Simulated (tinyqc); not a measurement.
# Thin-body transistor below threshold, two-dimensional Poisson equation on a small mesh: what changes with what

A thin body on a thick buried insulator of low permittivity, taken as carrying no normal field at the bottom of the body (row 0). Mobile charge is neglected (subthreshold), the body is fully depleted, and potentials are counted from the intrinsic level; rows run upward to the gate, columns from source to drain.

Parameters, values chosen for the exercise; semiconductor permittivity made up: temperature T = 250 K; relative permittivity of the semiconductor eps_r = 14.2; relative permittivity of the insulator eox = 9; body thickness tb = 6 nm; insulator thickness tox = 4 nm; channel length L = 35 nm; acceptor density of the depleted body Na = 2e18 cm^-3; potential of the source Vbi = 0.58 V; gate offset Vfb = 0.01 V; gate voltage Vg = 0.05 V; drain voltage Vd = 1 V.

Constants: q = 1.602176634e-19 C, kB = 1.380649e-23 J/K, Vt = kB T/q, eps0 = 8.8541878128e-14 F/cm where lengths are in cm. Results are converted to the units shown.

Each table varies one quantity; the others keep the values above.

## Effect of the gate voltage

Mesh: rows i = 0..12 in the semiconductor (step hs = tb/12, row 12 on the interface), then 8 step(s) ho = tox/8 up to the gate row 20; columns j = 0..80 (step hy = L/80). Box integration, divided by eps0: up_i = eps hy/h of the interval above row i, dn_i = that of the interval below (0 for row 0), lat_i = (sum of eps h/2 over the intervals above and below)/hy, s_i = -q Na w_i hy/eps0 with w_i the semiconductor height of the box (hs/2 for row 0 and the interface row, hs between, 0 in the insulator). Each free node obeys (up + dn + 2 lat) psi = up psi(above) + dn psi(below) + lat [psi(left) + psi(right)] + s. Fixed values: gate row Vg - Vfb; column 0 at Vbi and the last column at Vbi + Vd in the semiconductor, each running linearly to Vg - Vfb across the insulator. The system is solved directly. On row 0 the minimum of psi and its place come from a parabola through the three lowest nodes; barrier = Vbi - minimum, swing = Vt ln 10/(d psi/dVg), DIBL = (d psi/dVd)/(d psi/dVg) there. Lambda = pi/k with k the smallest positive root of tan(k tox) tan(k tb) = eox/eps_r.

Result of one run:

| Vg (V) | L/Lambda | barrier (V) | place y/L | swing (mV/decade) | DIBL (mV/V) |
|---|---|---|---|---|---|
| 0.04 | 1.507 | 0.4695 | 0.4018 | 64.71 | 85.06 |

What becomes of these results when the gate voltage Vg is changed from 0.04 to 0.12 V, all else the same?

Result of the changed run:

| Vg (V) | L/Lambda | barrier (V) | place y/L | swing (mV/decade) | DIBL (mV/V) |
|---|---|---|---|---|---|
| 0.12 | 1.507 | 0.4084 | 0.3934 | 65.07 | 82.04 |

The whole series:

| Vg (V) | L/Lambda | barrier (V) | place y/L | swing (mV/decade) | DIBL (mV/V) |
|---|---|---|---|---|---|
| -0.2 | 1.507 | 0.6546 | 0.4203 | 64.05 | 92.21 |
| -0.12 | 1.507 | 0.5927 | 0.4150 | 64.22 | 90.09 |
| -0.04 | 1.507 | 0.5310 | 0.4089 | 64.44 | 87.72 |
| 0.04 | 1.507 | 0.4695 | 0.4018 | 64.71 | 85.06 |
| 0.12 | 1.507 | 0.4084 | 0.3934 | 65.07 | 82.04 |
| 0.2 | 1.507 | 0.3476 | 0.3833 | 65.54 | 78.58 |

As Vg goes from -0.2 to 0.2 V, the barrier falls from 0.655 to 0.348 V, the swing rises from 64.0 to 65.5 mV a decade and DIBL falls from 92.2 to 78.6 mV/V; the ideal swing is 49.6. The barrier top moves from y/L = 0.420 to 0.383, towards the source.

## Effect of the body thickness

Same model as above.

Effect of the body thickness:

| tb (nm) | L/Lambda | barrier (V) | place y/L | swing (mV/decade) | DIBL (mV/V) |
|---|---|---|---|---|---|
| 2.4 | 2.364 | 0.5364 | 0.4325 | 52.67 | 16.60 |
| 3.2 | 2.085 | 0.5247 | 0.4247 | 54.62 | 27.40 |
| 4.2 | 1.827 | 0.5052 | 0.4157 | 57.65 | 44.43 |
| 5.5 | 1.583 | 0.4746 | 0.4048 | 62.56 | 72.28 |
| 7.3 | 1.343 | 0.4275 | 0.3906 | 71.26 | 121.5 |
| 9.6 | 1.131 | 0.3665 | 0.3729 | 86.01 | 203.5 |

What does the comparison show?

As tb goes from 2.4 to 9.6 nm, the barrier falls from 0.536 to 0.366 V, the swing rises from 52.7 to 86.0 mV a decade and DIBL rises from 16.6 to 204 mV/V; the ideal swing is 49.6. L/Lambda goes from 2.4 to 1.1. For tb = 2.4 to 4.2 nm the body is under 5 nm thick, where quantum confinement matters.

## Refining the mesh

The mesh has 2 c steps in the semiconductor (rows from 0 up to the interface), c steps in the insulator and 8 c along the channel, each uniform. The system is solved directly; psi is read on row 0 at mid-channel.

Results:

| c | unknowns | psi at mid-channel (V) | d psi/dVg |
|---|---|---|---|
| 1 | 21 | 0.1626 | 0.7722 |
| 3 | 207 | 0.1448 | 0.7879 |
| 4 | 372 | 0.1438 | 0.7887 |
| 6 | 846 | 0.1431 | 0.7894 |
| 8 | 1512 | 0.1428 | 0.7896 |
| 12 | 3420 | 0.1427 | 0.7897 |

Estimate the missing row, c = 2.

Computed row:

| c | unknowns | psi at mid-channel (V) | d psi/dVg |
|---|---|---|---|
| 2 | 90 | 0.1476 | 0.7854 |

With this row back in the table: psi at mid-channel goes from 0.1626 V on the coarsest mesh to 0.1427 V on the finest, a difference of 20 mV. d psi/dVg changes by 0.013 from c = 1 to 2, by 0.0033 from 2 to 4 and by 8.4e-4 from 4 to 8, a ratio of 4.0 between the last two, near the 4 of a second-order scheme.

Computed by the program tinyqc: `OMP_NUM_THREADS=1 python tinyqc.py 2480093 2480094 out.jsonl`, one thread of a shared Intel Xeon 2.30GHz, about 0.09 s for the whole run.
